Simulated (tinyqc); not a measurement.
Carrier lifetime from Shockley-Read-Hall, radiative, Auger and surface recombination: one step, computed by the program tinyqc. Command: `OMP_NUM_THREADS=1 python tinyqc.py 3027932 3027933 out.jsonl lifetime walk`. One thread of a shared host (Intel(R) Xeon(R) Processor @ 2.30GHz), about 0.03 s of CPU time with the checks.

Energies are counted from the top of the valence band. Boltzmann statistics, full ionisation, and equal excess densities of electrons and holes.

Problem. Equilibrium densities. N_c = 2 M_c (2 pi m_e k_B T/h^2)^(3/2) and N_v = 2 (2 pi m_h k_B T/h^2)^(3/2), masses in units of m_0. n_i = sqrt(N_c N_v) exp(-E_g/2 k_B T); majority density N/2 + sqrt(N^2/4 + n_i^2), minority density n_i^2 over it.

Inputs (values chosen for the exercise, with bands modelled on CdS):
```
quantity,value,unit
gap E_g,2.48,eV
electron mass m_e,0.198,m_0
valleys M_c,1,-
hole mass m_h,0.819,m_0
temperature T,300,K
doping N,1.3e+17,cm^-3
```

Doping: n-type. Surface term: none.

Constants: m_0 = 9.1093837015e-31 kg; k_B = 1.380649e-23 J/K; h = 6.62607015e-34 J s; k_B = 8.617333262e-05 eV/K.

Give: N_c; N_v; n_i; n_0; p_0.

Solution.

N_c = 2.211e+18 cm^-3

N_v = 1.860e+19 cm^-3

n_i = 0.009461 cm^-3

n_0 = 1.30e+17 cm^-3

p_0 = 6.886e-22 cm^-3
